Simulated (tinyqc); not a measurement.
The basis set: RHF and MP2 along a ladder of basis sets, for H6, spin multiplicity 1. Computed by the program tinyqc with PySCF. 

Geometry (angstrom):
```
atom       x       y       z
H     0.0000  0.0000  0.0000
H     0.0000  0.0000  0.7170
H     0.0000  0.0000  1.6810
H     0.0000  0.0000  2.3980
H     0.0000  0.0000  3.3620
H     0.0000  0.0000  4.0790
```

Same geometry throughout; the dipole is taken about the origin.

RHF and frozen-core MP2 in a ladder of bases:
```
basis        functions  E(RHF) (hartree)  E(MP2 corr) (hartree)  HOMO (eV)  LUMO (eV)  dipole (debye)
sto-3g               6         -3.226216              -0.039806   -11.3860    12.2338          0.0000
3-21g               12         -3.264241              -0.055525   -11.9041     6.2696          0.0000
6-31g               12         -3.275272              -0.055579   -11.9872     5.8933          0.0000
6-31g**             30         -3.284395              -0.090499   -12.0173     5.8462          0.0000
cc-pvdz             30         -3.273362              -0.091576   -11.9524     5.1101          0.0000
aug-cc-pvdz         54         -3.274943              -0.096230   -11.9818     1.4903          0.0000
cc-pvtz             84         -3.289138              -0.110045   -12.0121     4.4035          0.0000
```

From cc-pVDZ to cc-pVTZ the RHF energy falls by 15.8 mhartree and the correlation energy by 18.5. If valence correlation converges as X^-3, (27 E(T) - 8 E(D))/19 gives -0.1178 hartree, a rough estimate from such small X that usually falls short; STO-3G holds about 34 % of it. Beyond STO-3G the LUMO moves by 4.8 eV and the HOMO by 0.1 eV; diffuse functions lower the positive LUMO sharply, since an unbound virtual level tracks the most diffuse function.
